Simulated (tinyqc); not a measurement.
Worked calculation: strained quantum well: band edges, subbands and transparency. Values are carried at full precision from step to step, so a last printed digit may differ when a step is redone from the rounded ones.

Growth on (001), barriers unstrained: tr(e) = e (2 - nu2), Z = b e (1 + nu2); Ec = Ev + Eg + ac tr(e), E_HH = Ev + av tr(e) + Z, E_LH = Ev + av tr(e) - Z (coupling to the split-off band left out).

Constants: hbar^2/2m0 = 3.80998211 eV angstrom^2; hc = 1239.841984 eV nm; kB = 8.617333262e-05 eV/K.

Parameters, chosen for this exercise (near those of an InGaAs/AlGaAs well; the results hold for these values, not for the real material): e = -0.0106 (strain in the plane); nu2 = 0.944 (2 C12/C11); Eg = 1.201 eV (unstrained gap of the well); Ev = -0.769 eV (its valence edge); ac = -6.86 eV; av = 1.14 eV (Ev moves by av tr(e)); b = -1.97 eV (shear potential); Egb = 1.675 eV (gap of the barrier); Evb = -0.905 eV (its valence edge); L = 72 angstrom (well width); me = 0.0597 m0 (electron mass); g1 = 8.93 (gamma1); g2 = 3.03 (gamma2); meb = 0.084 m0; g1b = 6.3; g2b = 1.8; T = 300 K (temperature); Br = 2.4 x 1e-4 cm^2/s (two-dimensional radiative coefficient).

## Strained band edges and offsets

Give tr(e), Z, the edges Ec, E_HH, E_LH and the well depths against the barrier.

tr(e) = -0.01119
Z = 0.0406 eV

Ec, E_HH, E_LH (eV): 0.5088  -0.7412  -0.8224

depths for e, HH, LH (eV): 0.2612  0.1638  0.0826

The well is under compression, which puts HH on top, by 81 meV; the gap becomes 1.2500 eV, +49 meV from the unstrained one.

## Subband edges

Masses along z: me, 1/(g1 - 2 g2) for HH, 1/(g1 + 2 g2) for LH, likewise in the barrier; in the plane me, 1/(g1 + g2) for HH and 1/(g1 - g2) for LH (no mixing, which understates the hole masses away from k = 0). Level n solves k L + 2 atan[(k/m)/(kappa/mb)] = n pi, k = sqrt(m E/c), kappa = sqrt(mb (V - E)/c), c = hbar^2/2m0.

Up to three electron, four HH and two LH levels, on the common energy scale, with their masses in the plane.

Subbands:
```
level   E (eV)  m in the plane
e1      0.5614          0.0597
e2      0.7079          0.0597
hh1    -0.7548          0.0836
hh2    -0.7947          0.0836
lh1    -0.8522          0.1695
hh3    -0.8568          0.0836
```

lowest transition = 1.3162 eV
wavelength hc/E = 942.0 nm

The top hole level is hh1, so the edge is mainly TE polarised; hh2 lies 40 meV lower.

## Transparency density

Transparency (Bernard-Duraffourg): Fc - Fv equals the lowest transition energy with n = p, n = sum m/(2 pi c) kB T ln(1 + exp((Fc - E)/kB T)) and p likewise over the listed subbands; c = hbar^2/2m0, 1/angstrom^2 = 1e16/cm^2.

Solve for u = (Fc - e1)/kB T; give n_tr, the share of holes in the top subband and the current e Br n_tr^2 (e = 1.602177e-19 C).

u = 0.435
n_tr = 0.606 x 1e12/cm^2
share = 0.744
current density = 14.1 A/cm^2

For mirror-image bands u = 0 and n_tr = me kB T ln2/(2 pi c) = 0.447 x 1e12/cm^2; the heavier or more numerous hole states raise it by a factor 1.36.

## Checks

- Transparency for equal single subbands against m kB T ln2/(2 pi c): both 0.3743.

(tinyqc, `OMP_NUM_THREADS=1 python tinyqc.py 1250561 1250562 out.jsonl`, Intel(R) Xeon(R) Processor @ 2.30GHz, 1 thread, shared host, about 0.02 s.)
